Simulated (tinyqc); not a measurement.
Stress in a transistor channel from embedded alloy regions, liners and fins, by half-space elasticity: one step, computed by the program tinyqc. Command: `OMP_NUM_THREADS=1 python tinyqc.py 3020340 3020341 out.jsonl stressor walk`. One thread of a shared host (Intel(R) Xeon(R) Processor @ 2.30GHz), about 0.01 s of CPU time with the checks.

Plane strain in an isotropic half-space, the same constants everywhere; x along the channel from its centre, y downwards from the free surface; stress is positive in tension.

Task: Closed form at the surface. At x = y = 0 the integral is s_xx = -(4/pi) [E e/(1 - nu)] [arctan(2 d/L) - arctan(d/(L/2 + S))].

Inputs (values chosen for the exercise, modelled on silicon):
```
quantity                   value  unit
Young's modulus E            161   GPa
Poisson ratio nu            0.24     -
channel length L              24    nm
length of each stressor S     95    nm
recess depth d                45    nm
```

Stressor: Si(1-x)Ge(x) source and drain.

misfit e = 0.023576

Give: s_xx at the surface.

Result:

s_xx at the surface = -5800 MPa

For fixed L and S it is largest at d = sqrt((L/2)(L/2 + S)) = 35.8 nm; d is beyond that. Caution: at such misfit the regions may relax by dislocations, and linear elasticity is rough.
